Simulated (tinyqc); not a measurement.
# Changing the phonon damping

Model: single-oscillator infrared dielectric function of a polar cubic crystal. Computed by tinyqc, a small Python program. Command: `OMP_NUM_THREADS=1 python tinyqc.py 3015741 3015742 out.jsonl infrared sweep`. One thread of a shared host (Intel(R) Xeon(R) Processor @ 2.30GHz), about 0.01 s of CPU time with the checks.

One ion pair, charges +Z* and -Z*, in a cell of volume Omega = a^3/4. Frequencies omega are given as wavenumbers (1/cm); eps_s is the static dielectric constant.

Inputs (values chosen for the exercise, modelled on cubic gallium nitride): lattice constant a = 4.52 angstrom; mass M_A = 69.72 u; mass M_B = 14.007 u; omega_TO = 546 1/cm; Born charge Z* = 2.69 e; eps_inf = 5.27; probe frequency / omega_TO = 0.855.

Structure: zinc blende. Free carriers: absent.

Constants: nu for 1 eV/(angstrom^2 u) = 15.6333042 THz; 1 THz = 33.35640952 1/cm; e^2/(4 pi eps_0) = 14.39964548 eV angstrom.

Method:
- mu = M_A M_B/(M_A + M_B); ionic plasma term W^2 = 4 pi Z*^2 (e^2/(4 pi eps_0))/(Omega mu) in eV/(angstrom^2 u), turned into 1/cm by W = 15.6333042 x 33.35640952 x sqrt(W^2); omega_LO^2 = omega_TO^2 + W^2/eps_inf; eps_s = eps_inf + W^2/omega_TO^2; Szigeti charge 3 Z*/(eps_inf + 2); longitudinal (Callen) charge Z*/eps_inf.
- eps(omega) = eps_inf + W^2/(omega_TO^2 - omega^2 - i gamma omega); n + i k = sqrt(eps) with k >= 0; R = |(n + i k - 1)/(n + i k + 1)|^2 at normal incidence from vacuum.
- omega is the probe ratio times omega_TO. Intensity decays over 1/(4 pi omega k); the loss function is Im(-1/eps).

One run for each value:
```
phonon damping gamma (1/cm)  reflectivity R       k       n  Im eps  penetration depth of the intensity (micrometre)
1.1                                 0.41853  0.0113  4.6648  0.1056                                           150.60
2.2                                 0.41853  0.0226  4.6646  0.2112                                            75.31
4.6                                 0.41849  0.0473  4.6638  0.4413                                            36.03
9.4                                 0.41836  0.0965  4.6605  0.8998                                            17.66
19.0                                0.41782  0.1939  4.6475  1.8021                                             8.79
39.0                                0.41556  0.3876  4.5937  3.5607                                             4.40
80.0                                0.40669  0.7176  4.3973  6.3114                                             2.38
160.0                               0.37904  1.0544  3.9002  8.2246                                             1.62
```

Over the rows, reflectivity R falls from 0.419 to 0.379; k rises from 0.0113 to 1.05 (exponent d ln y / d ln x 1.00 between the first rows and 0.56 between the last); n falls from 4.66 to 3.90. Away from the resonance the phonon part of Im eps is proportional to gamma; inside a band of negative Re eps damping lets energy in and lowers R.
